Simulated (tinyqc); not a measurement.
Resistance of a source-drain extension with a graded tip: two steps of the calculation.

y runs along the channel, the gate covers y > 0. The doping is N0 for y < y0 and N0 10^(-(y - y0)/la) beyond, uniform over the depth xj. Sheet conductance s(y) = q mu(N) max(N - Nch, 0) xj + (for y > 0) ma Cox Vo, with mu(N) = u0 + (u1 - u0)/(1 + (N/Nr)^au) and Cox = eps0 eox/tox. Current is taken as one-dimensional; depletion of the tip, spreading and the contact are left out. The metallurgical junction lies at yj, where N = Nch.

Values chosen for this exercise; mobility law close to that of electrons in silicon: relative permittivity of the gate insulator (close to silicon dioxide) eox = 3.9; insulator thickness tox = 2.3 nm; active doping of the extension far from the gate N0 = 7.2e19 cm^-3; lateral abruptness la = 5.7 nm/decade; position under the gate where the fall begins (gate edge at 0) y0 = 3.8 nm; depth of the extension xj = 7 nm; channel doping Nch = 5.6e17 cm^-3; gate overdrive Vo = 0.43 V; mobility of the gate-induced layer ma = 110 cm^2/(V s); mobility at low doping u1 = 1414 cm^2/(V s); mobility at high doping u0 = 68.5 cm^2/(V s); reference doping Nr = 9.2e16 cm^-3; exponent au = 0.711; gate length Lg = 60 nm.

Constants: q = 1.602176634e-19 C, eps0 = 8.8541878128e-14 F/cm where lengths are in cm. Results are converted to the units shown.

Question 1. Sheet resistances and junction position. yj = y0 + la log10(N0/Nch); sheet resistance of the full extension 1/[q mu(N0)(N0 - Nch) xj] and of the gate-induced layer 1/(ma Cox Vo); metallurgical length Lg - 2 yj; ye is where the doped and the gate-induced conductances are equal.

Find: yj; sheet resistance of the extension; sheet resistance of the induced layer; metallurgical length; ye; N at ye.

Answer 1.

yj = 15.822 nm
sheet resistance of the extension = 1556.4 ohm/square
sheet resistance of the induced layer = 14082 ohm/square
metallurgical length = 28.356 nm
ye = 10.405 nm
N at ye = 4.9951e18 cm^-3

The gate takes over 5.42 nm before the junction, where N is still 8.92 times the channel doping.

Question 2. Resistance of the overlapped part. Midpoint rule on 8 equal steps from 0 to yj: R_ov = sum h/s(y), per width.

Give: y; N; doped conductance; sheet resistance; R_ov.

Answer 2.

```
point	y (nm)	N (cm^-3)	doped conductance (uS)	sheet resistance (ohm/square)
0	0.9889	7.200e19	642.5	1402
1	2.967	7.200e19	642.5	1402
2	4.944	4.535e19	425.4	2015
3	6.922	2.040e19	215.4	3492
4	8.900	9.175e18	113.7	5414
5	10.88	4.127e18	61.16	7566
6	12.86	1.856e18	30.62	9839
7	14.83	8.350e17	9.269	1.246e4
```

R_ov = 86.20 ohm um

Numbers from tinyqc (`OMP_NUM_THREADS=1 python tinyqc.py 2282109 2282110 out.jsonl`; about 0.03 s on one thread of a shared Intel Xeon 2.30GHz).
